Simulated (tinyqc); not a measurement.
Single-domain magnet: Stoner-Wohlfarth switching, Neel-Arrhenius retention, LLG dynamics and spin torque. Changing the reversing field h = H/H_K. Computed by tinyqc, a small Python program. Command: `OMP_NUM_THREADS=1 python tinyqc.py 3014217 3014218 out.jsonl macro sweep`. One thread of a shared host (Intel(R) Xeon(R) Processor @ 2.30GHz), about 0.01 s of CPU time with the checks.

The moment is uniform, with unit vector m; z is the easy axis. mu_0 = 1.25663706212e-6 T m/A, gamma = 1.76085963023e11 rad/(s T).

Inputs (values chosen for the exercise, for a model magnet):
```
quantity                               value     unit
saturation magnetisation M_s            1320     kA/m
diameter d                                10       nm
aspect ratio p                           3.4        -
bulk anisotropy K_u                       46   kJ/m^3
exchange stiffness A                      20     pJ/m
temperature T                            300        K
attempt frequency f0                       1      GHz
field angle psi from the easy axis        85  degrees
waiting time t_w                    3.15e+08        s
```

Shape: prolate spheroid, easy axis along it.

Constants: k_B = 1.380649e-23 J/K.

Method:
- N_z = [p ln(p + sqrt(p^2 - 1))/sqrt(p^2 - 1) - 1]/(p^2 - 1); V = pi d^3 p/6; K_eff = K_u + K_shape, K_shape = -(mu_0 M_s^2/4)(3 N_z - 1); mu_0 H_K = 2 K_eff/M_s.
- Delta = K_eff V/(k_B T); tau = exp(Delta)/f0; probability of a flip within t_w: P = 1 - exp(-t_w/tau). Wall width parameter sqrt(A/K_eff); a two-domain state costs 4 sqrt(A K_eff) times the cross-section that the wall cuts (pi d^2/4).
- Energy over K_eff V: e(theta) = sin^2(theta) + 2 h cos(theta - psi) for m at the angle theta from +z and a field that points at psi from -z (it pulls m away from +z towards negative theta); h_sw = (cos^(2/3) psi + sin^(2/3) psi)^(-3/2).
- The metastable minimum and the saddle are the two roots of e'(theta) = sin(2 theta) - 2 h sin(theta - psi) on either side of theta_c = -arctan(tan^(1/3) psi).

One run for each value; columns: (1) reversing field h = H/H_K; (2) barrier / (K_eff V); (3) barrier / (k_B T); (4) minimum theta (degrees); (5) saddle theta (degrees); (6) switching field h_sw:
```
(1)        (2)     (3)      (4)      (5)      (6)
0.020  0.95707  181.26   -1.144  -89.898  0.76643
0.079  0.83512  158.16   -4.545  -89.572  0.76643
0.140  0.71653  135.70   -8.118  -89.188  0.76643
0.200  0.60745  115.05  -11.704  -88.753  0.76643
0.260  0.50602   95.84  -15.381  -88.247  0.76643
0.310  0.42747   80.96  -18.535  -87.759  0.76643
0.370  0.34054   64.50  -22.453  -87.070  0.76643
0.430  0.26183   49.59  -26.558  -86.235  0.76643
0.490  0.19164   36.29  -30.911  -85.198  0.76643
```

Over the rows, barrier / (K_eff V) falls from 0.957 to 0.192 (exponent d ln y / d ln x -0.099 between the first rows and -2.4 between the last); barrier / (k_B T) falls from 181 to 36.3 (exponent d ln y / d ln x -0.099 between the first rows and -2.4 between the last). Minimum and saddle move towards each other and merge at h_sw, where the barrier vanishes.

Extremes, crossings and ranges named in words are read from the listed rows.
